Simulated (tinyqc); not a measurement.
Admittance spectroscopy and thermally stimulated current of one trap level in a depletion layer: one step, computed by the program tinyqc. Command: `OMP_NUM_THREADS=1 python tinyqc.py 3112154 3112155 out.jsonl admit walk`. One thread of a shared host (Intel(R) Xeon(R) Processor @ 2.30GHz), about 0.01 s of CPU time with the checks.

A Schottky junction on n-type material holds one donor-like electron trap; shallow donors are fully ionised and abrupt depletion edges are assumed.

Problem. Temperature of the peak. N_c = 2 (2 pi m k_B T/h^2)^(3/2), v_th = sqrt(3 k_B T/m), emission rate e_n = sigma v_th N_c exp(-E_t/(k_B T)). Where the level crosses the Fermi level capture equals emission, so the trap follows the signal with the rate 2 e_n; G/omega peaks at omega = 2 e_n (the correction for large N_t/N is left out). Solve 2 e_n(T_p) = 2 pi f.

Inputs (values chosen for the exercise, modelled on n-type germanium):
```
quantity,value,unit
density-of-states mass m,0.567,m_0
shallow doping N,5.8e+16,1/cm^3
trap depth E_t below the band,0.264,eV
capture cross section sigma,1.8e-16,cm^2
test frequency f,2000,Hz
```

Constants: k_B = 1.380649e-23 J/K; m_0 = 9.1093837015e-31 kg; h = 6.62607015e-34 J s; k_B = 8.617333262e-05 eV/K.

Give: peak temperature T_p; N_c at T_p; e_n at T_p; E_c - E_F = k_B T_p ln(N_c/N).

Solution.

peak temperature T_p = 209.07 K

N_c at T_p = 6.2329e+18 1/cm^3

e_n at T_p = 6283.2 1/s

E_c - E_F = k_B T_p ln(N_c/N) = 0.084264 eV
